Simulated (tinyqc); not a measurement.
Scattering rates of a carrier in a spherical band by Fermi's golden rule: one step, computed by the program tinyqc.

All processes here are isotropic or elastic, and the rate listed is the momentum relaxation rate.

Task: Ionised impurities. Kane band: hbar^2 k^2/(2 m) = E (1 + alpha E), speed v = hbar k/(m (1 + 2 alpha E)), states per spin, volume and energy g(E) = m k (1 + 2 alpha E)/(2 pi^2 hbar^2); overlap factors are set to 1. Masses are multiplied by m_0 and all formulas are in SI units. Singly charged impurities, momentum relaxation: 1/tau = N_I e^4 m (1 + 2 alpha E) Phi/(8 pi (eps_s eps_0)^2 hbar^3 k^3), with alpha = 0 for a parabolic band. Conwell-Weisskopf: Phi = ln(1 + y^2), y = 4 pi eps_s eps_0 E N_I^(-1/3)/e^2 (largest impact parameter N_I^(-1/3)/2).

Inputs (values chosen for the exercise, modelled on holes in germanium):
```
quantity                                  value    unit
density-of-states mass of one valley m    0.306     m_0
non-parabolicity alpha                     0.32    1/eV
static permittivity eps_s                    16       -
ionised impurity density N_I            1.4e+18  1/cm^3
carrier energy E                             66     meV
```

Crystal: non-polar. Band: Kane. Impurity formula: Conwell-Weisskopf. Further scattering: none.

Constants: eps_0 = 8.8541878128e-12 F/m; e = 1.602176634e-19 C; m_0 = 9.1093837015e-31 kg; hbar = 1.054571817e-34 J s.

Give: y; ionised-impurity rate.

Result:

y = 6.555

ionised-impurity rate = 4.304e+12 1/s
